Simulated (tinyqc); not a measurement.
Tight binding, honeycomb lattice, step by step. Computed by tinyqc, a small Python program that keeps every step. Settings: t1 = 1.64, t2 = 0.2, phi = 1.94, delta = 0.67, points = 6. Command: `OMP_NUM_THREADS=1 python tinyqc.py 27603 27604 out.jsonl` (the two numbers bound the seeds that draw the settings). One thread of a shared host (Intel(R) Xeon(R) Processor @ 2.60GHz), about 0.01 s of CPU time with the checks.

## Bloch Hamiltonian at k

Parameters chosen for this model:
```
parameter     value                        unit
t1         1.640000                 eV, nearest
t2         0.200000       eV, second neighbours
phi        1.940000  rad, phase of t2 (Haldane)
delta      0.670000          eV, +/- on A and B
```

k point k (fractions of the reciprocal vectors): -0.030000  -0.390000

H_AB = -t1 (1 + exp(-i k.a1) + exp(-i k.a2)); H_AA = delta - 2 t2 sum cos(k.b + phi), H_BB = -delta - 2 t2 sum cos(k.b - phi), b = a1, a2 - a1, -a2.

H(k) at k (eV):
```
                     A                    B
A             0.489008  -1.987309-1.352681i
B  -1.987309+1.352681i            -0.611892
```

## Levels at k

Diagonalise the Hermitian matrix.

eigenvalues (eV): -2.527641  2.404757

weights |c|^2 of the basis functions:
```
     band 1    band 2
A  0.388401  0.611599
B  0.611599  0.388401
```

## Bloch Hamiltonian at K

k point K (fractions of the reciprocal vectors): 0.333333  0.666667

As before.

H(k) at K (eV):
```
          A          B
A  1.422678   0.000000
B  0.000000  -1.855726
```

## Levels at K

As before.

eigenvalues (eV): -1.855726  1.422678

weights |c|^2 of the basis functions:
```
     band 1    band 2
A  0.000000  1.000000
B  1.000000  0.000000
```

## Bands along a path

The same steps at evenly spaced points between the labelled ones.

Bands along the path (eV):
```
k             band 1    band 2
G          -4.532363  5.398458
G-K 0.25   -4.215846  4.860236
G-K 0.50   -3.354862  3.499212
G-K 0.75   -2.311125  2.022426
K          -1.855726  1.422678
K-M 0.25   -1.915364  1.507083
K-M 0.50   -1.996531  1.640840
K-M 0.75   -2.007826  1.700123
M          -1.915930  1.627232
M-K' 0.25  -1.709430  1.401727
M-K' 0.50  -1.378693  1.023002
M-K' 0.75  -0.921528  0.513247
K'         -0.515726  0.082678
```

With 1 band(s) filled, the highest filled level on these points lies at K' and the lowest empty one at K': a gap of 0.5984 eV, direct.

## Chern number of the lower band

On a 6 x 6 mesh, the phase of the product of overlaps around each plaquette (k1 then k2); the sum over 2 pi is an integer.

plaquette phases (rad):
```
           1          2          3          4          5          6
1   0.000000  -0.021027  -0.136478  -0.097154   0.064250   0.026400
2   0.012182  -0.040229  -0.157335  -0.353680   0.000000   0.064250
3  -0.009855  -0.069679  -0.257677  -0.471691  -0.353680  -0.097154
4  -0.157142  -1.063999  -1.280964  -0.257677  -0.157335  -0.136478
5   0.006866   0.000000  -1.063999  -0.069679  -0.040229  -0.021027
6   0.004983   0.006866  -0.157142  -0.009855   0.012182   0.000000
```

Chern number = -1.000000
